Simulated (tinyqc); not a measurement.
Electromigration in a confined line: Blech product, Korhonen stress evolution and Black's law. Changing the time as a fraction of L^2/kappa, s. Computed by tinyqc, a small Python program. Command: `OMP_NUM_THREADS=1 python tinyqc.py 3007643 3007644 out.jsonl emigr sweep`. One thread of a shared host (Intel(R) Xeon(R) Processor @ 2.30GHz), about 0.01 s of CPU time with the checks.

The electron wind pushes atoms from the cathode (x = 0) to the anode (x = L); blocking ends build a back stress (tension positive). The input rho is taken not to change with temperature. d sigma/dt = d/dx [kappa (d sigma/dx + G)], with zero flux at both ends and sigma = 0 at t = 0.

Inputs (values chosen for the exercise, close to those used for copper lines): resistivity rho = 2.56 micro-ohm cm; atomic volume Omega = 11.8 angstrom^3; effective charge number Z* = 1.7; prefactor D0 = 3.8e-08 m^2/s; activation energy E = 0.892 eV; effective modulus B = 28 GPa; critical stress sigma_c = 150 MPa; current density j = 0.56 MA/cm^2; line length L = 15 um; test temperature T = 310 C.

Start: stress-free.

Constants: e = 1.602176634e-19 C; k_B = 8.617333262e-05 eV/K; k_B = 1.380649e-23 J/K.

Method:
- G = Z* e rho j/Omega; D = D0 exp(-E/(k_B T)); kappa = D B Omega/(k_B T); drift velocity of an unconfined line v = D Z* e rho j/(k_B T). SI: 1 micro-ohm cm = 1e-8 ohm m, 1 MA/cm^2 = 1e10 A/m^2.
- Temperatures in kelvin are T(C) + 273.15.
- At steady state sigma(x) = G (L/2 - x). A void forms only if the cathode stress reaches sigma_c, that is if j L exceeds (j L)_c = 2 Omega (sigma_c)/(Z* e rho). Time scale tau = L^2/kappa.
- sigma(x, t) = G L [1/2 - x/L - 4 sum_(m odd) cos(m pi x/L) exp(-m^2 pi^2 s)/(m pi)^2], s = t/tau, summed to m = 399.
- The terms at x = 0 are 4 exp(-m^2 pi^2 s)/(m pi)^2; tau = L^2/kappa.

One run for each value:
```
time as a fraction of L^2/kappa, s  cathode stress at time s (MPa)  time t (h)
0.002                                                         2.50   4.101e-03
0.0043                                                        3.67   8.818e-03
0.0095                                                        5.46   1.948e-02
0.021                                                         8.12   4.306e-02
0.045                                                        11.87   9.228e-02
0.21                                                         22.29   4.306e-01
0.46                                                         24.60   9.433e-01
1                                                            24.82   2.051e+00
```

Give the missing row, time as a fraction of L^2/kappa, s = 0.097.

Computed row:
```
time as a fraction of L^2/kappa, s  cathode stress at time s (MPa)  time t (h)
0.097                                                        17.09   1.989e-01
```

Interpolating between the two neighbouring rows (the first column on a logarithmic scale, the others too where they are positive) misses most in cathode stress at time s (MPa), by 4.9 %. Over the rows, cathode stress at time s (MPa) rises from 2.50 to 24.8 (exponent d ln y / d ln x 0.50 between the first rows and 0.011 between the last); time t (h) rises from 0.00410 to 2.05 (exponent d ln y / d ln x about 1.0 throughout). At the low end the exponent of cathode stress at time s is 0.50, close to 0.50: the semi-infinite law. The part added by the current grows as 2 G L sqrt(s/pi) at first and levels off at G L/2 once s passes about 0.3.
